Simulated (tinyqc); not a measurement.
UHF in the sto-6g basis, for BeH2, spin multiplicity 1, step by step (part 1 of 3). Computed by tinyqc, a small Python program that keeps every step (integrals from PySCF). Settings: charge = 0, multiplicity = 1, basis = sto-6g, energy threshold = 1e-10, iteration cap = 87, orthogonalisation = symmetric, start = core, DIIS depth = 3, shift = 1.0, method = UHF, break = 0.7. Command: `OMP_NUM_THREADS=1 python tinyqc.py 23683 23684 out.jsonl` (the two numbers bound the seeds that draw the settings). One thread of a shared host (Intel(R) Xeon(R) Processor @ 2.60GHz), about 0.2 s of CPU time with the checks. Later iterations appear only in the table of the cycle.

## One-electron integrals

Geometry (angstrom):
```
atom         x          y         z
Be    0.000000   0.000000  0.000000
H     0.000000   1.471000  0.150000
H     0.000000  -1.471000  0.150000
```

Basis sto-6g: exponents (1/bohr^2) and contraction coefficients of normalised primitives:
```
element  l (shell)    exponent  coefficient
Be           s (1)  312.870494     0.009164
Be           s (1)   57.364463     0.049361
Be           s (1)   16.048509     0.168538
Be           s (1)    5.513096     0.370563
Be           s (1)    2.140897     0.416492
Be           s (1)    0.881739     0.130334
Be           s (2)   13.633247    -0.013253
Be           s (2)    2.698375    -0.046992
Be           s (2)    0.838653    -0.033785
Be           s (2)    0.322660     0.250242
Be           s (2)    0.140131     0.595117
Be           s (2)    0.064233     0.240706
Be           p (3)   13.633247     0.003760
Be           p (3)    2.698375     0.037679
Be           p (3)    0.838653     0.173897
Be           p (3)    0.322660     0.418036
Be           p (3)    0.140131     0.425860
Be           p (3)    0.064233     0.101708
H            s (1)   35.523221     0.009164
H            s (1)    6.513144     0.049361
H            s (1)    1.822143     0.168538
H            s (1)    0.625955     0.370563
H            s (1)    0.243077     0.416492
H            s (1)    0.100112     0.130334
```

Overlap, kinetic and nuclear-attraction integrals over the contracted functions; the nuclear repulsion is the sum of Za Zb / Rab.

nuclear repulsion = 3.04294123 hartree

overlap S:
```
           1Be 1s    1Be 2s   1Be 2px    1Be 2py   1Be 2pz     2H 1s      3H 1s
1Be 1s   1.000000  0.254764  0.000000   0.000000  0.000000  0.052990   0.052990
1Be 2s   0.254764  1.000000  0.000000   0.000000  0.000000  0.406109   0.406109
1Be 2px  0.000000  0.000000  1.000000   0.000000  0.000000  0.000000   0.000000
1Be 2py  0.000000  0.000000  0.000000   1.000000  0.000000  0.480790  -0.480790
1Be 2pz  0.000000  0.000000  0.000000   0.000000  1.000000  0.049027   0.049027
2H 1s    0.052990  0.406109  0.000000   0.480790  0.049027  1.000000   0.024075
3H 1s    0.052990  0.406109  0.000000  -0.480790  0.049027  0.024075   1.000000
```

kinetic energy T (hartree):
```
            1Be 1s     1Be 2s   1Be 2px    1Be 2py   1Be 2pz      2H 1s      3H 1s
1Be 1s    6.768753  -0.207382  0.000000   0.000000  0.000000  -0.013415  -0.013415
1Be 2s   -0.207382   0.220121  0.000000   0.000000  0.000000   0.049549   0.049549
1Be 2px   0.000000   0.000000  0.661265   0.000000  0.000000   0.000000   0.000000
1Be 2py   0.000000   0.000000  0.000000   0.661265  0.000000   0.149597  -0.149597
1Be 2pz   0.000000   0.000000  0.000000   0.000000  0.661265   0.015255   0.015255
2H 1s    -0.013415   0.049549  0.000000   0.149597  0.015255   0.768522  -0.006138
3H 1s    -0.013415   0.049549  0.000000  -0.149597  0.015255  -0.006138   0.768522
```

nuclear attraction V (hartree):
```
             1Be 1s     1Be 2s    1Be 2px    1Be 2py    1Be 2pz      2H 1s      3H 1s
1Be 1s   -15.430559  -1.833082   0.000000   0.000000  -0.003158  -0.415276  -0.415276
1Be 2s    -1.833082  -2.984349   0.000000   0.000000  -0.026784  -1.139083  -1.139083
1Be 2px    0.000000   0.000000  -2.917199   0.000000   0.000000   0.000000   0.000000
1Be 2py    0.000000   0.000000   0.000000  -3.116308   0.000000  -1.321497   1.321497
1Be 2pz   -0.003158  -0.026784   0.000000   0.000000  -2.919269  -0.137352  -0.137352
2H 1s     -0.415276  -1.139083   0.000000  -1.321497  -0.137352  -2.844710  -0.075892
3H 1s     -0.415276  -1.139083   0.000000   1.321497  -0.137352  -0.075892  -2.844710
```

core Hamiltonian H = T + V (hartree):
```
            1Be 1s     1Be 2s    1Be 2px    1Be 2py    1Be 2pz      2H 1s      3H 1s
1Be 1s   -8.661806  -2.040464   0.000000   0.000000  -0.003158  -0.428690  -0.428690
1Be 2s   -2.040464  -2.764228   0.000000   0.000000  -0.026784  -1.089534  -1.089534
1Be 2px   0.000000   0.000000  -2.255933   0.000000   0.000000   0.000000   0.000000
1Be 2py   0.000000   0.000000   0.000000  -2.455043   0.000000  -1.171900   1.171900
1Be 2pz  -0.003158  -0.026784   0.000000   0.000000  -2.258004  -0.122097  -0.122097
2H 1s    -0.428690  -1.089534   0.000000  -1.171900  -0.122097  -2.076188  -0.082030
3H 1s    -0.428690  -1.089534   0.000000   1.171900  -0.122097  -0.082030  -2.076188
```

## Two-electron integrals

Functions are numbered as in S; the eight-fold symmetry (ij|kl) = (ji|kl) = (kl|ij) leaves the list below.

Two-electron integrals (ij|kl) in chemists' order, unique and non-zero (hartree):
```
(11|11) 2.299996    (21|11) 0.361879    (21|21) 0.071926    (22|11) 0.570332
(22|21) 0.139654    (22|22) 0.417773    (31|31) 0.015252    (32|31) 0.022555
(32|32) 0.092340    (33|11) 0.570332    (33|21) 0.139654    (33|22) 0.417773
(33|33) 0.450117    (41|41) 0.015252    (42|41) 0.022555    (42|42) 0.092340
(43|43) 0.024258    (44|11) 0.570332    (44|21) 0.139654    (44|22) 0.417773
(44|33) 0.401601    (44|44) 0.450117    (51|51) 0.015252    (52|51) 0.022555
(52|52) 0.092340    (53|53) 0.024258    (54|54) 0.024258    (55|11) 0.570332
(55|21) 0.139654    (55|22) 0.417773    (55|33) 0.401601    (55|44) 0.401601
(55|55) 0.450117    (61|11) 0.077252    (61|21) 0.014915    (61|22) 0.028859
(61|33) 0.028621    (61|41) 0.001469    (61|42) 0.002855    (61|44) 0.029329
(61|51) 0.000150    (61|52) 0.000291    (61|54) 0.000072    (61|55) 0.028628
(61|61) 0.003272    (62|11) 0.188634    (62|21) 0.046941    (62|22) 0.153219
(62|33) 0.147406    (62|41) 0.006509    (62|42) 0.038565    (62|44) 0.164664
(62|51) 0.000664    (62|52) 0.003933    (62|54) 0.001760    (62|55) 0.147586
(62|61) 0.010774    (62|62) 0.084271    (63|31) 0.004484    (63|32) 0.020511
(63|43) 0.006657    (63|53) 0.000679    (63|63) 0.007639    (64|11) 0.202926
(64|21) 0.051130    (64|22) 0.174350    (64|33) 0.164110    (64|41) 0.010505
(64|42) 0.059974    (64|44) 0.194650    (64|51) 0.000614    (64|52) 0.004024
(64|54) 0.002435    (64|55) 0.164289    (64|61) 0.012305    (64|62) 0.109033
(64|64) 0.145580    (65|11) 0.020693    (65|21) 0.005214    (65|22) 0.017779
(65|33) 0.016735    (65|41) 0.000614    (65|42) 0.004024    (65|44) 0.018491
(65|51) 0.004547    (65|52) 0.020922    (65|54) 0.006836    (65|55) 0.018110
(65|61) 0.001255    (65|62) 0.011118    (65|64) 0.014066    (65|65) 0.009074
(66|11) 0.356008    (66|21) 0.090379    (66|22) 0.329565    (66|33) 0.305858
(66|41) 0.014611    (66|42) 0.111611    (66|44) 0.376250    (66|51) 0.001490
(66|52) 0.011381    (66|54) 0.007178    (66|55) 0.306590    (66|61) 0.021444
(66|62) 0.231248    (66|64) 0.317383    (66|65) 0.032364    (66|66) 0.774999
(71|11) 0.077252    (71|21) 0.014915    (71|22) 0.028859    (71|33) 0.028621
(71|41) -0.001469   (71|42) -0.002855   (71|44) 0.029329    (71|51) 0.000150
(71|52) 0.000291    (71|54) -0.000072   (71|55) 0.028628    (71|61) 0.002964
(71|62) 0.008927    (71|64) 0.009351    (71|65) 0.001047    (71|66) 0.016968
(71|71) 0.003272    (72|11) 0.188634    (72|21) 0.046941    (72|22) 0.153219
(72|33) 0.147406    (72|41) -0.006509   (72|42) -0.038565   (72|44) 0.164664
(72|51) 0.000664    (72|52) 0.003933    (72|54) -0.001760   (72|55) 0.147586
(72|61) 0.008927    (72|62) 0.043608    (72|64) 0.045255    (72|65) 0.005665
(72|66) 0.088119    (72|71) 0.010774    (72|72) 0.084271    (73|31) 0.004484
(73|32) 0.020511    (73|43) -0.006657   (73|53) 0.000679    (73|63) 0.003112
(73|73) 0.007639    (74|11) -0.202926   (74|21) -0.051130   (74|22) -0.174350
(74|33) -0.164110   (74|41) 0.010505    (74|42) 0.059974    (74|44) -0.194650
(74|51) -0.000614   (74|52) -0.004024   (74|54) 0.002435    (74|55) -0.164289
(74|61) -0.009351   (74|62) -0.045255   (74|64) -0.045221   (74|65) -0.005794
(74|66) -0.090226   (74|71) -0.012305   (74|72) -0.109033   (74|74) 0.145580
(75|11) 0.020693    (75|21) 0.005214    (75|22) 0.017779    (75|33) 0.016735
(75|41) -0.000614   (75|42) -0.004024   (75|44) 0.018491    (75|51) 0.004547
(75|52) 0.020922    (75|54) -0.006836   (75|55) 0.018110    (75|61) 0.001047
(75|62) 0.005665    (75|64) 0.005794    (75|65) 0.003833    (75|66) 0.011690
(75|71) 0.001255    (75|72) 0.011118    (75|74) -0.014066   (75|75) 0.009074
(76|11) 0.013733    (76|21) 0.003329    (76|22) 0.009985    (76|33) 0.009781
(76|44) 0.010361    (76|51) 0.000090    (76|52) 0.000439    (76|55) 0.009811
(76|61) 0.000694    (76|62) 0.003879    (76|64) 0.004530    (76|65) 0.000554
(76|66) 0.008897    (76|71) 0.000694    (76|72) 0.003879    (76|74) -0.004530
(76|75) 0.000554    (76|76) 0.000247    (77|11) 0.356008    (77|21) 0.090379
(77|22) 0.329565    (77|33) 0.305858    (77|41) -0.014611   (77|42) -0.111611
(77|44) 0.376250    (77|51) 0.001490    (77|52) 0.011381    (77|54) -0.007178
(77|55) 0.306590    (77|61) 0.016968    (77|62) 0.088119    (77|64) 0.090226
(77|65) 0.011690    (77|66) 0.179851    (77|71) 0.021444    (77|72) 0.231248
(77|74) -0.317383   (77|75) 0.032364    (77|76) 0.008897    (77|77) 0.774999
```

## Orthogonalisation

S = U s U^T; symmetric (Loewdin) form X = U s^(-1/2) U^T, so that X^T S X = 1.

eigenvalues of S: 0.307916  0.403515  0.936703  1.000000  1.012306  1.668009  1.671551

X:
```
            1Be 1s     1Be 2s   1Be 2px    1Be 2py    1Be 2pz      2H 1s      3H 1s
1Be 1s    1.027282  -0.148093  0.000000   0.000000  -0.001793   0.018508   0.018508
1Be 2s   -0.148093   1.194577  0.000000   0.000000   0.019962  -0.260319  -0.260319
1Be 2px   0.000000   0.000000  1.000000   0.000000   0.000000   0.000000   0.000000
1Be 2py   0.000000   0.000000  0.000000   1.279106   0.000000  -0.363338   0.363338
1Be 2pz  -0.001793   0.019962  0.000000   0.000000   1.002358  -0.030864  -0.030864
2H 1s     0.018508  -0.260319  0.000000  -0.363338  -0.030864   1.223960  -0.073339
3H 1s     0.018508  -0.260319  0.000000   0.363338  -0.030864  -0.073339   1.223960
```

## Starting guess

The start is the orbitals of the core Hamiltonian, with HOMO and LUMO mixed by +/-0.7 rad for the two spins; D(s) = C_occ C_occ^T for each spin.

D(alpha) at the start:
```
            1Be 1s     1Be 2s    1Be 2px    1Be 2py    1Be 2pz      2H 1s      3H 1s
1Be 1s    1.045402  -0.162923  -0.111400   0.000000  -0.018006  -0.000848  -0.000848
1Be 2s   -0.162923   0.542740   0.474052   0.000000   0.074794   0.038647   0.038647
1Be 2px  -0.111400   0.474052   0.415016   0.000000   0.065466   0.034090   0.034090
1Be 2py   0.000000   0.000000   0.000000   1.042113   0.000000  -0.022386   0.022386
1Be 2pz  -0.018006   0.074794   0.065466   0.000000   0.010327   0.005374   0.005374
2H 1s    -0.000848   0.038647   0.034090  -0.022386   0.005374   0.003349   0.002387
3H 1s    -0.000848   0.038647   0.034090   0.022386   0.005374   0.002387   0.003349
```

D(beta) at the start:
```
            1Be 1s     1Be 2s    1Be 2px    1Be 2py    1Be 2pz      2H 1s      3H 1s
1Be 1s    1.045402  -0.162923   0.111400   0.000000  -0.018006  -0.000848  -0.000848
1Be 2s   -0.162923   0.542740  -0.474052   0.000000   0.074794   0.038647   0.038647
1Be 2px   0.111400  -0.474052   0.415016   0.000000  -0.065466  -0.034090  -0.034090
1Be 2py   0.000000   0.000000   0.000000   1.042113   0.000000  -0.022386   0.022386
1Be 2pz  -0.018006   0.074794  -0.065466   0.000000   0.010327   0.005374   0.005374
2H 1s    -0.000848   0.038647  -0.034090  -0.022386   0.005374   0.003349   0.002387
3H 1s    -0.000848   0.038647  -0.034090   0.022386   0.005374   0.002387   0.003349
```

## Iteration 1: building the Fock matrix

J_ij = sum D_kl (ij|kl) with D = D(alpha) + D(beta), K_ij = sum D_kl (ik|jl) for each spin; F = H + J - K(s); E = tr D H + tr D J / 2 - 0.5 sum_s tr D(s) K(s) + E_nn.

Coulomb J (hartree):
```
           1Be 1s    1Be 2s   1Be 2px    1Be 2py   1Be 2pz     2H 1s      3H 1s
1Be 1s   6.893213  1.277930  0.000000   0.000000  0.005960  0.270077   0.270077
1Be 2s   1.277930  2.802280  0.000000   0.000000  0.027551  1.008270   1.008270
1Be 2px  0.000000  0.000000  2.794760   0.000000  0.000000  0.000000   0.000000
1Be 2py  0.000000  0.000000  0.000000   2.856494  0.000000  1.136570  -1.136570
1Be 2pz  0.005960  0.027551  0.000000   0.000000  2.755585  0.119287   0.119287
2H 1s    0.270077  1.008270  0.000000   1.136570  0.119287  2.111042   0.067953
3H 1s    0.270077  1.008270  0.000000  -1.136570  0.119287  0.067953   2.111042
```

exchange K(alpha) (hartree):
```
           1Be 1s    1Be 2s   1Be 2px    1Be 2py   1Be 2pz      2H 1s      3H 1s
1Be 1s   2.349874  0.387784  0.013918   0.000000  0.002318   0.089801   0.089801
1Be 2s   0.387784  0.412864  0.235199   0.000000  0.038555   0.174357   0.174357
1Be 2px  0.013918  0.235199  0.273687   0.000000  0.029067   0.088181   0.088181
1Be 2py  0.000000  0.000000  0.000000   0.530719  0.000000   0.222269  -0.222269
1Be 2pz  0.002318  0.038555  0.029067   0.000000  0.101782   0.019814   0.019814
2H 1s    0.089801  0.174357  0.088181   0.222269  0.019814   0.209362  -0.009589
3H 1s    0.089801  0.174357  0.088181  -0.222269  0.019814  -0.009589   0.209362
```

exchange K(beta) (hartree):
```
            1Be 1s     1Be 2s    1Be 2px    1Be 2py    1Be 2pz      2H 1s      3H 1s
1Be 1s    2.349874   0.387784  -0.013918   0.000000   0.002318   0.089801   0.089801
1Be 2s    0.387784   0.412864  -0.235199   0.000000   0.038555   0.174357   0.174357
1Be 2px  -0.013918  -0.235199   0.273687   0.000000  -0.029067  -0.088181  -0.088181
1Be 2py   0.000000   0.000000   0.000000   0.530719   0.000000   0.222269  -0.222269
1Be 2pz   0.002318   0.038555  -0.029067   0.000000   0.101782   0.019814   0.019814
2H 1s     0.089801   0.174357  -0.088181   0.222269   0.019814   0.209362  -0.009589
3H 1s     0.089801   0.174357  -0.088181  -0.222269   0.019814  -0.009589   0.209362
```

F(alpha) (hartree):
```
            1Be 1s     1Be 2s    1Be 2px    1Be 2py    1Be 2pz      2H 1s      3H 1s
1Be 1s   -4.118467  -1.150319  -0.013918   0.000000   0.000484  -0.248415  -0.248415
1Be 2s   -1.150319  -0.374812  -0.235199   0.000000  -0.037787  -0.255620  -0.255620
1Be 2px  -0.013918  -0.235199   0.265140   0.000000  -0.029067  -0.088181  -0.088181
1Be 2py   0.000000   0.000000   0.000000  -0.129268   0.000000  -0.257599   0.257599
1Be 2pz   0.000484  -0.037787  -0.029067   0.000000   0.395800  -0.022624  -0.022624
2H 1s    -0.248415  -0.255620  -0.088181  -0.257599  -0.022624  -0.174508  -0.004489
3H 1s    -0.248415  -0.255620  -0.088181   0.257599  -0.022624  -0.004489  -0.174508
```

F(beta) (hartree):
```
            1Be 1s     1Be 2s   1Be 2px    1Be 2py    1Be 2pz      2H 1s      3H 1s
1Be 1s   -4.118467  -1.150319  0.013918   0.000000   0.000484  -0.248415  -0.248415
1Be 2s   -1.150319  -0.374812  0.235199   0.000000  -0.037787  -0.255620  -0.255620
1Be 2px   0.013918   0.235199  0.265140   0.000000   0.029067   0.088181   0.088181
1Be 2py   0.000000   0.000000  0.000000  -0.129268   0.000000  -0.257599   0.257599
1Be 2pz   0.000484  -0.037787  0.029067   0.000000   0.395800  -0.022624  -0.022624
2H 1s    -0.248415  -0.255620  0.088181  -0.257599  -0.022624  -0.174508  -0.004489
3H 1s    -0.248415  -0.255620  0.088181   0.257599  -0.022624  -0.004489  -0.174508
```

total energy of this density = -14.86168353 hartree

## Iteration 1: diagonalisation and new density

A level shift of 1 hartree raises the virtual space: F + shift (S - S D(s) S), with D(s) the density of one spin. Diagonalise F' = X^T F X, C = X C', fill 3 alpha and 3 beta electrons from the bottom; D(s) = C_occ C_occ^T. Each column has its largest component positive (the first on a tie).

F' = X^T F X (alpha) (hartree):
```
           1          2          3          4          5          6          7
1  -4.016075  -0.685647   0.065889   0.000000   0.010144  -0.031705  -0.031705
2  -0.685647   0.542688  -0.681483   0.000000  -0.083279  -0.374550  -0.374550
3   0.065889  -0.681483   0.850124   0.000000  -0.092887  -0.173072  -0.173072
4   0.000000   0.000000   0.000000   0.343240   0.000000  -0.585656   0.585656
5   0.010144  -0.083279  -0.092887   0.000000   1.389076  -0.050947  -0.050947
6  -0.031705  -0.374550  -0.173072  -0.585656  -0.050947   0.988928  -0.055736
7  -0.031705  -0.374550  -0.173072   0.585656  -0.050947  -0.055736   0.988928
```

orbital energies (alpha) (hartree): MO1 -4.120282, MO2 -0.224865, MO3 -0.205484, MO4 1.138971, MO5 1.396354, MO6 1.508827, MO7 1.593388

coefficients C (alpha):
```
               MO1        MO2        MO3        MO4        MO5        MO6        MO7
1Be 1s    0.993905  -0.215580   0.000000   0.019342   0.060819  -0.198833   0.000000
1Be 2s    0.023004   0.688254   0.000000  -0.351984  -0.254065   0.960319   0.000000
1Be 2px   0.008628   0.553946   0.000000  -0.582581   0.082268  -0.588983   0.000000
1Be 2py   0.000000   0.000000   0.782525   0.000000   0.000000   0.000000   1.134810
1Be 2pz   0.001037   0.083149   0.000000  -0.033780   0.968508   0.246911   0.000000
2H 1s    -0.000407   0.168543   0.203749   0.671852   0.061763  -0.497412  -0.965398
3H 1s    -0.000407   0.168543  -0.203749   0.671852   0.061763  -0.497412   0.965398
```

F' = X^T F X (beta) (hartree):
```
           1          2          3          4          5          6          7
1  -4.016075  -0.685647  -0.065889   0.000000   0.010144  -0.031705  -0.031705
2  -0.685647   0.542688   0.681483   0.000000  -0.083279  -0.374550  -0.374550
3  -0.065889   0.681483   0.850124   0.000000   0.092887   0.173072   0.173072
4   0.000000   0.000000   0.000000   0.343240   0.000000  -0.585656   0.585656
5   0.010144  -0.083279   0.092887   0.000000   1.389076  -0.050947  -0.050947
6  -0.031705  -0.374550   0.173072  -0.585656  -0.050947   0.988928  -0.055736
7  -0.031705  -0.374550   0.173072   0.585656  -0.050947  -0.055736   0.988928
```

orbital energies (beta) (hartree): MO1 -4.120282, MO2 -0.224865, MO3 -0.205484, MO4 1.138971, MO5 1.396354, MO6 1.508827, MO7 1.593388

coefficients C (beta):
```
               MO1        MO2        MO3        MO4        MO5        MO6        MO7
1Be 1s    0.993905  -0.215580   0.000000   0.019342   0.060819  -0.198833   0.000000
1Be 2s    0.023004   0.688254   0.000000  -0.351984  -0.254065   0.960319   0.000000
1Be 2px  -0.008628  -0.553946   0.000000   0.582581  -0.082268   0.588983   0.000000
1Be 2py   0.000000   0.000000   0.782525   0.000000   0.000000   0.000000   1.134810
1Be 2pz   0.001037   0.083149   0.000000  -0.033780   0.968508   0.246911   0.000000
2H 1s    -0.000407   0.168543   0.203749   0.671852   0.061763  -0.497412  -0.965398
3H 1s    -0.000407   0.168543  -0.203749   0.671852   0.061763  -0.497412   0.965398
```

D(alpha) after iteration 1:
```
            1Be 1s     1Be 2s    1Be 2px    1Be 2py    1Be 2pz      2H 1s      3H 1s
1Be 1s    1.034321  -0.125511  -0.110844   0.000000  -0.016894  -0.036739  -0.036739
1Be 2s   -0.125511   0.474223   0.381454   0.000000   0.057252   0.115991   0.115991
1Be 2px  -0.110844   0.381454   0.306930   0.000000   0.046069   0.093360   0.093360
1Be 2py   0.000000   0.000000   0.000000   0.612345   0.000000   0.159439  -0.159439
1Be 2pz  -0.016894   0.057252   0.046069   0.000000   0.006915   0.014014   0.014014
2H 1s    -0.036739   0.115991   0.093360   0.159439   0.014014   0.069920  -0.013107
3H 1s    -0.036739   0.115991   0.093360  -0.159439   0.014014  -0.013107   0.069920
```

D(beta) after iteration 1:
```
            1Be 1s     1Be 2s    1Be 2px    1Be 2py    1Be 2pz      2H 1s      3H 1s
1Be 1s    1.034321  -0.125511   0.110844   0.000000  -0.016894  -0.036739  -0.036739
1Be 2s   -0.125511   0.474223  -0.381454   0.000000   0.057252   0.115991   0.115991
1Be 2px   0.110844  -0.381454   0.306930   0.000000  -0.046069  -0.093360  -0.093360
1Be 2py   0.000000   0.000000   0.000000   0.612345   0.000000   0.159439  -0.159439
1Be 2pz  -0.016894   0.057252  -0.046069   0.000000   0.006915   0.014014   0.014014
2H 1s    -0.036739   0.115991  -0.093360   0.159439   0.014014   0.069920  -0.013107
3H 1s    -0.036739   0.115991  -0.093360  -0.159439   0.014014  -0.013107   0.069920
```
